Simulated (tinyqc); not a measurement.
Polar nitride quantum well with polarisation fields: sweeps and comparisons. A value that a table varies takes the place of the one given here.

Growth along [0001]. e_par = (a_sub - a)/a, Ppz = 2 e_par (e31 - e33 C13/C33), P = Psp + Ppz in each layer; strain relaxation and the strain shift of the gaps are left out, although thick layers with more than about 1 % mismatch would relax.

In a periodic stack without free charge the potential drop over a period vanishes: F_w = (P_b - P_w) Lb/(eps0 (eps_w Lb + eps_b Lw)), F_b = -F_w Lw/Lb, eps0 = 8.8541878e-12 F/m; 1 MV/cm = 1e8 V/m = 0.01 V/angstrom.

Envelope functions on cells of 0.25 angstrom over barrier, well, barrier (widths Lb, Lw, Lb), psi = 0 beyond, psi'/m continuous (mean mass between points), c = hbar^2/2m0. With u(z) the integral of e F (F_w in the well, F_b = -F_w Lw/Lb in the barriers, 1 MV/cm = 0.01 V/angstrom), zero at the centre of the well, the electron sees u plus Vc in the barriers and the hole -u plus Vv. The transition is Eg + E_e + E_h; excitons are left out.

Constants: hbar^2/2m0 = 3.80998211 eV angstrom^2; hc = 1239.841984 eV nm.

Parameters, chosen for this exercise (near those of a GaN well in AlGaN; shifted at random, so the results belong to these values and not to a real crystal):
- a_w = 3.189 angstrom (lattice constant a, well)
- a_b = 3.152 angstrom (lattice constant a, barrier)
- a_sub = 3.189 angstrom (in-plane lattice constant of the stack)
- Psp_w = -0.0338 C/m^2 (spontaneous polarisation)
- Psp_b = -0.0575 C/m^2 (spontaneous polarisation)
- e31_w = -0.323 C/m^2
- e31_b = -0.425 C/m^2
- e33_w = 0.684 C/m^2
- e33_b = 1.09 C/m^2
- C_w = 0.261 (C13/C33)
- C_b = 0.275 (C13/C33)
- eps_w = 10.4 (dielectric constant)
- eps_b = 10.1 (dielectric constant)
- Lb = 85 angstrom (barrier width)
- Eg = 3.44 eV (gap of the well)
- Vc = 0.769 eV (conduction offset)
- Vv = 0.362 eV (valence offset)
- me = 0.2 m0 (electron, well)
- meb = 0.258 m0 (electron, barrier)
- mh = 1.4 m0 (hole, everywhere)
- Ls = (10, 14, 20, 28, 38, 50) angstrom (well widths)
- Lw = 34 angstrom (well width)

## Width of the well

Field, levels and overlap anew for each width.

Results:

| Lw (angstrom) | F_w (MV/cm) | E (eV) | E without field (eV) | overlap^2 | ln overlap^2 |
|---|---|---|---|---|---|
| 10 | -3.968 | 3.8701 | 3.9372 | 0.694 | -0.36 |
| 14 | -3.812 | 3.6735 | 3.7935 | 0.514 | -0.67 |
| 20 | -3.599 | 3.4449 | 3.6698 | 0.234 | -1.45 |
| 28 | -3.350 | 3.1973 | 3.5846 | 0.0491 | -3.01 |
| 38 | -3.083 | 2.9358 | 3.5312 | 0.00371 | -5.60 |
| 50 | -2.814 | 2.6705 | 3.4986 | 8.80e-05 | -9.34 |

The red shift grows from 67 to 828 meV. The line drops below Eg between 20 and 28 angstrom, which a square well can never do. Over the last two rows dE/dLw = -22.1 meV per angstrom, against -|e F_w| = -28.1 in the last row; the field itself weakens by 29 % over the table, since a wider well shares the drop with the barrier. The overlap falls by a factor 7.89e+03.

## Screening the field

F_w = -3.1845 MV/cm

Carriers or a semipolar orientation reduce the field; here it is simply scaled in well and barrier.

Results:

| share of the field | F_w (MV/cm) | E (eV) | nm | overlap^2 | separation (angstrom) |
|---|---|---|---|---|---|
| 1.0 | -3.184 | 3.0353 | 408.5 | 0.011 | 23.6 |
| 0.8 | -2.548 | 3.1758 | 390.4 | 0.028 | 21.9 |
| 0.6 | -1.911 | 3.3050 | 375.1 | 0.071 | 19.7 |
| 0.4 | -1.274 | 3.4183 | 362.7 | 0.19 | 16.5 |
| 0.2 | -0.637 | 3.5071 | 353.5 | 0.50 | 11.4 |
| 0.0 | 0.000 | 3.5483 | 349.4 | 0.98 | 0.0 |

Full screening shifts the line by -59.1 nm (+513 meV). The first fifth of the screening gives 140 meV and the last fifth 41 meV; a purely quadratic shift would give a ratio of 9, a linear one 1, and here it is 3.4.

## What each parameter does

Polarisation, field, levels and overlap anew. Each row changes one parameter from the base and keeps the others.

Results:

| case | F_w (MV/cm) | E (eV) | overlap^2 | red shift (meV) |
|---|---|---|---|---|
| base | -3.184 | 3.0353 | 0.011 | 513 |
| Lw = 30 angstrom | -3.293 | 3.1414 | 0.031 | 429 |
| Lb = 70 angstrom | -3.004 | 3.0774 | 0.015 | 471 |
| a_sub = 3.199 angstrom | -3.298 | 3.0093 | 0.0096 | 539 |
| Psp_b = -0.0633 C/m^2 | -3.638 | 2.9300 | 0.0060 | 618 |
| e33_w = 0.752 C/m^2 | -3.184 | 3.0353 | 0.011 | 513 |
| eps_w = 11.4 | -2.978 | 3.0818 | 0.015 | 467 |
| mh = 0.98 m0 | -3.184 | 3.0579 | 0.016 | 497 |
| Vc = 0.654 eV | -3.184 | 3.0201 | 0.0097 | 524 |

The largest shifts from the base row, up to three for each result and ties (the steps differ in size, so this ranks the rows, not the parameters). F_w (MV/cm): Psp_b -0.454, eps_w +0.206, Lb +0.180; unchanged at the printed digits by e33_w, mh and Vc. E (eV): Lw +0.1061, Psp_b -0.1053, eps_w +0.0465; unchanged at the printed digits by e33_w. overlap^2: Lw +0.0196, Psp_b -0.00517, mh +0.00439; unchanged at the printed digits by e33_w. red shift (meV): Psp_b +105, Lw -84, eps_w -47; unchanged at the printed digits by e33_w.

Run: tinyqc, `OMP_NUM_THREADS=1 python tinyqc.py 1280968 1280969 out.jsonl`; Intel(R) Xeon(R) Processor @ 2.30GHz, one thread, shared host; about 0.09 s of CPU time with all checks.
